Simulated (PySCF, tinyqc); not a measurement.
CID on RHF in the sto-6g basis, for H4, spin multiplicity 1, step by step. The lowest restricted solution is unstable here: a spin-polarised one lies 0.0847 hartree lower (PySCF). One step of it, computed by the program tinyqc.

Question. CID: roots. Diagonalise (each vector has its largest component positive (the first on a tie)); all determinants have Ms = 0, so triplets appear too. The lowest singlet root is the correlation energy.

Occupation strings over the orbitals (2 doubly, a alpha, b beta, 0 empty; spin orbitals ordered 1a 1b 2a 2b ...): 2200 aabb 2020 abab 2002 abba baab 0220 baba 0202 bbaa

H - E(HF) between determinants (hartree), lower triangle:
```
           2200       aabb       2020       abab       2002       abba       baab       0220
2200   0.000000
aabb  -0.034271   0.609420
2020   0.097391   0.094805   0.294100
abab  -0.094805  -0.097391   0.060439   0.666862
2002   0.139374  -0.129075   0.169157   0.155243   0.741015
abba   0.129075  -0.139374  -0.155243  -0.169157  -0.026168   0.740264
baab   0.129075  -0.123726  -0.155243  -0.151384  -0.026168   0.000000   0.740264
0220   0.123726  -0.129075   0.151384   0.155243   0.000000  -0.026168  -0.026168   0.741192
baba  -0.094805  -0.092307   0.060439   0.000000   0.155243  -0.151384  -0.169157   0.155243
0202   0.092307   0.094805   0.000000   0.060439   0.151384  -0.155243  -0.155243   0.169157
bbaa  -0.034271   0.000000   0.094805  -0.092307  -0.129075  -0.123726  -0.139374  -0.129075

           baba      0202      bbaa
baba   0.666862
0202   0.060439  1.066017
bbaa  -0.097391  0.094805  0.609420
```

Give: lowest roots of this matrix, relative to E(HF); lowest vectors; <S^2> of these roots; weight of the ground state by excitation level 0, 1, 2, ....

Answer.

lowest roots of this matrix, relative to E(HF) (hartree): -0.1426  0.0628  0.1566  0.5381  0.6067  0.6640  0.7417  0.7458

lowest vectors:
```
       root 1   root 2  root 3   root 4
2200   0.9029   0.1608  0.0000   0.2948
aabb   0.0272  -0.2256  0.4082   0.2573
2020  -0.2714   0.7202  0.0000   0.5756
abab   0.1230   0.1149  0.4082  -0.2809
2002  -0.1184  -0.3798  0.0000   0.2797
abba  -0.1502   0.1107  0.4082   0.0235
baab  -0.1502   0.1107  0.4082   0.0235
0220  -0.1060  -0.3615  0.0000   0.3759
baba   0.1230   0.1149  0.4082  -0.2809
0202  -0.0945   0.1665  0.0000  -0.2665
bbaa   0.0272  -0.2256  0.4082   0.2573
```

<S^2> of these roots: 0.0000  0.0000  6.0000  0.0000  2.0000  2.0000  0.0000  2.0000

weight of the ground state by excitation level 0, 1, 2, ...: 0.8153  0.0000  0.1847

The reference has a weight of only 0.82: one determinant is a poor start here.
